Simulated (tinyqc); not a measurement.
Double-gate transistor below threshold, two-dimensional Poisson equation on a small mesh: two steps of the calculation.

Half of a symmetric double-gate structure: row 0 is the mid-plane of the body, where the normal field vanishes. Mobile charge is neglected (subthreshold), the body is fully depleted, and potentials are counted from the intrinsic level; rows run upward to the gate, columns from source to drain.

Inputs (values chosen for the exercise):
```
symbol,value,unit,meaning
T,250,K,temperature
Vbi,0.6,V,potential of the source
```

Constants: q = 1.602176634e-19 C, kB = 1.380649e-23 J/K, Vt = kB T/q. Results are converted to the units shown.

Task 1. Over-relaxation sweep (omega = 1.2). Free nodes: rows 0..4, columns 1..6, taken row by row from row 0, left to right. t = (up psi(above) + dn psi(below) + lat [psi(left) + psi(right)] + s)/(up + dn + 2 lat), with the newest neighbours; psi(new) = psi + 1.2 (t - psi).

psi after iteration 1 (V):

|  | j=0 | j=1 | j=2 | j=3 | j=4 | j=5 | j=6 | j=7 |
|---|---|---|---|---|---|---|---|---|
| row 0 | 0.6000000 | 0.6694836 | 0.7407391 | 0.8121526 | 0.8835794 | 0.9550081 | 1.0264363 | 1.1000000 |
| row 1 | 0.6000000 | 0.6684890 | 0.7395681 | 0.8109580 | 0.8823821 | 0.9538105 | 1.0252386 | 1.1000000 |
| row 2 | 0.6000000 | 0.6679806 | 0.7389243 | 0.8102901 | 0.8817107 | 0.9531385 | 1.0245667 | 1.1000000 |
| row 3 | 0.6000000 | 0.4376181 | 0.4763362 | 0.5254817 | 0.5751852 | 0.6249205 | 0.6746585 | 1.1000000 |
| row 4 | 0.2350000 | 0.1330311 | 0.1479503 | 0.1703113 | 0.1930838 | 0.2158797 | 0.2386772 | 0.4850000 |
| row 5 | -0.1300000 | -0.1300000 | -0.1300000 | -0.1300000 | -0.1300000 | -0.1300000 | -0.1300000 | -0.1300000 |

| row | up | dn | lat | s (V) |
|---|---|---|---|---|
| 0 | 25.68 | 0 | 2.2291667 | -0.048856846 |
| 1 | 25.68 | 25.68 | 4.4583333 | -0.097713692 |
| 2 | 25.68 | 25.68 | 4.4583333 | -0.097713692 |
| 3 | 28.363636 | 25.68 | 2.4972917 | -0.048856846 |
| 4 | 28.363636 | 28.363636 | 0.53625000 | 0 |

Wanted: psi after iteration 2.

Result 1.

psi after iteration 2 (V):

|  | j=0 | j=1 | j=2 | j=3 | j=4 | j=5 | j=6 | j=7 |
|---|---|---|---|---|---|---|---|---|
| row 0 | 0.6000 | 0.6667 | 0.7374 | 0.8087 | 0.8801 | 0.9515 | 1.0231 | 1.1000 |
| row 1 | 0.6000 | 0.6656 | 0.7359 | 0.8072 | 0.8786 | 0.9500 | 1.0218 | 1.1000 |
| row 2 | 0.6000 | 0.5473 | 0.5905 | 0.6480 | 0.7071 | 0.7663 | 0.8261 | 1.1000 |
| row 3 | 0.6000 | 0.3285 | 0.3406 | 0.3768 | 0.4152 | 0.4538 | 0.5117 | 1.1000 |
| row 4 | 0.2350 | 0.0945 | 0.0974 | 0.1145 | 0.1330 | 0.1516 | 0.1842 | 0.4850 |
| row 5 | -0.1300 | -0.1300 | -0.1300 | -0.1300 | -0.1300 | -0.1300 | -0.1300 | -0.1300 |

Task 2. Barrier, swing and barrier lowering. The barrier is read along row 0, the path farthest from the gate. Take the node j of lowest psi: barrier Vbi - psi_j; swing Vt ln 10/(d psi_j/dVg); DIBL = (d psi_j/dVd)/(d psi_j/dVg). The derivatives solve the same equations with s = 0 and a unit change of that voltage.

converged psi (V):

|  | j=0 | j=1 | j=2 | j=3 | j=4 | j=5 | j=6 | j=7 |
|---|---|---|---|---|---|---|---|---|
| row 0 | 0.6000000 | 0.2318260 | 0.0414344 | -0.0226434 | 0.0072426 | 0.1499442 | 0.4826172 | 1.1000000 |
| row 1 | 0.6000000 | 0.2182960 | 0.0323722 | -0.0288975 | -0.0006479 | 0.1353562 | 0.4598053 | 1.1000000 |
| row 2 | 0.6000000 | 0.1745815 | 0.0054737 | -0.0468881 | -0.0234407 | 0.0918571 | 0.3859815 | 1.1000000 |
| row 3 | 0.6000000 | 0.0901736 | -0.0378881 | -0.0742349 | -0.0583748 | 0.0211168 | 0.2430645 | 1.1000000 |
| row 4 | 0.2350000 | -0.0181381 | -0.0834998 | -0.1018683 | -0.0938835 | -0.0537506 | 0.0594843 | 0.4850000 |
| row 5 | -0.1300000 | -0.1300000 | -0.1300000 | -0.1300000 | -0.1300000 | -0.1300000 | -0.1300000 | -0.1300000 |

d psi/dVg on row 0: j=0 0.00000000, j=1 0.48220775, j=2 0.73988830, j=3 0.84191745, j=4 0.84191745, j=5 0.73988830, j=6 0.48220775, j=7 0.00000000
d psi/dVd on row 0: j=0 0.0000000, j=1 0.0081050, j=2 0.0215460, j=3 0.0491552, j=4 0.1089273, j=5 0.2385657, j=6 0.5096873, j=7 1.0000000

Wanted: j; barrier; swing; DIBL.

Result 2.

j = 3
barrier = 0.62264 V
swing = 58.920 mV/decade
DIBL = 58.385 mV/V

Program tinyqc, `OMP_NUM_THREADS=1 python tinyqc.py 2480149 2480150 out.jsonl`; Intel Xeon 2.30GHz, shared host, one thread, about 0.1 s.
